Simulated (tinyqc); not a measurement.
## Remanence, coercive field and barrier from the coefficients

Problem. u = al P^2 + be P^4 - E P (P in uC/cm^2, E in kV/cm, u in mJ/cm^3). Find Pr, the polarisation Pc at which dE/dP = 0, Ec and the barrier u(0) - u(Pr).

al = -74.457062 kV cm/uC
be = 0.55366643 kV cm^5/uC^3

Solution. Pr^2 = -al/(2 be), Pc^2 = -al/(6 be), Ec = -(4/3) al Pc and the barrier is al^2/(4 be).

Pr = 8.200 uC/cm^2
Pc = 4.734 uC/cm^2
Ec = 470.0 kV/cm
barrier = 2503 mJ/cm^3

tinyqc, about 0.01 s, one thread, Intel Xeon 2.30GHz (shared host): `OMP_NUM_THREADS=1 python tinyqc.py 2860062 2860063 out.jsonl`
